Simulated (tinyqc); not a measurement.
# Schottky diode by the thermionic emission-diffusion theory: what changes with what

Metal on an n-type semiconductor with one parabolic valley; V > 0 is forward bias (metal positive). The band bends as a parabola over the depletion layer, by Vd = Vbi - V; no image force. Carriers drift and diffuse up to the interface and leave it with the velocity vR.

Values chosen for this exercise; band and dielectric values close to those of gallium nitride: temperature T = 300 K; electron mass me = 0.203 m0; relative permittivity eps_r = 9.35; electron mobility mun = 1000 cm^2/(V s); barrier height seen from the metal phi = 1.34 eV; donor density Nd = 6.6e15 cm^-3; bias V = 0.63 V.

Constants: q = 1.602176634e-19 C, kB = 1.380649e-23 J/K, h = 6.62607015e-34 J s, m0 = 9.1093837015e-31 kg, Vt = kB T/q, eps0 = 8.8541878128e-14 F/cm where lengths are in cm. Results are converted to the units shown.

Each table varies one quantity; the others keep the values above.

## Effect of the doping

A* = 4 pi q me m0 kB^2/h^3 (times 1e-4 for A/(cm^2 K^2)); Nc = 2 (2 pi me m0 kB T/h^2)^1.5 (times 1e-6 for cm^-3); Vbi = phi - Vt ln(Nc/Nd); vR = A* T^2/(q Nc). LD = sqrt(eps0 eps_r Vt/(q Nd)), a = sqrt((Vbi - V)/Vt), D(a) = exp(-a^2) int_0^a exp(s^2) ds (Dawson), vD = mun Vt/(sqrt(2) LD D(a)). J = q Nc [vR vD/(vR + vD)] exp(-phi/Vt) [exp(V/Vt) - 1].

The same in every row: vR (cm/s) = 5.971e6.

Results:
```
Nd (cm^-3)	vD (cm/s)	vD/(vR + vD)	J (A/cm^2)
8.5e13	3.713e6	0.3834	9.948e-7
2.8e14	6.983e6	0.5391	1.399e-6
9.5e14	1.331e7	0.6903	1.791e-6
3.2e15	2.521e7	0.8085	2.098e-6
3.5e16	8.826e7	0.9366	2.430e-6
1.2e17	1.679e8	0.9657	2.506e-6
3.9e17	3.102e8	0.9811	2.546e-6
```

Estimate the missing row, Nd = 1e16 cm^-3.

Computed row:
```
Nd (cm^-3)	vD (cm/s)	vD/(vR + vD)	J (A/cm^2)
1e16	4.583e7	0.8847	2.296e-6
```

With this row back in the table: vD rises from 3.71e6 to 3.10e8 cm/s, as Nd^(0.52) at fixed mobility, and J rises from 9.95e-7 to 2.55e-6 A/cm^2, while the pure emission value 2.59e-6 A/cm^2 does not depend on Nd. In 4 of the 8 rows vD exceeds 3e7 cm/s, beyond usual saturation velocities, since the low-field mobility is used at the surface field.

## Current against voltage

Same model as above.

Ideality n = (dV/d ln[J/(1 - exp(-V/Vt))])/Vt.

Current against voltage:
```
V (V)	vD (cm/s)	vD/(vR + vD)	J (A/cm^2)	n
0.05	5.331e7	0.8993	3.602e-16	1.001
0.202	4.953e7	0.8924	1.494e-13	1.001
0.353	4.547e7	0.8839	5.094e-11	1.002
0.505	4.097e7	0.8728	1.799e-8	1.003
0.656	3.595e7	0.8576	6.083e-6	1.004
0.808	3.004e7	0.8342	0.002116	1.006
0.96	2.257e7	0.7908	0.7176	1.014
1.111	1.118e7	0.6518	203.5	1.078
```

vD falls from 5.33e7 to 1.12e7 cm/s and the share vD/(vR + vD) falls from 0.899 to 0.652; n goes from 1.001 to 1.078. It exceeds 1 only as far as vD, which falls with the surface field, limits the current. In 6 of the 8 rows vD exceeds 3e7 cm/s, beyond usual saturation velocities, since the low-field mobility is used at the surface field.

Program tinyqc, `OMP_NUM_THREADS=1 python tinyqc.py 2640033 2640034 out.jsonl`; Intel Xeon 2.30GHz, shared host, one thread, about 0.01 s.
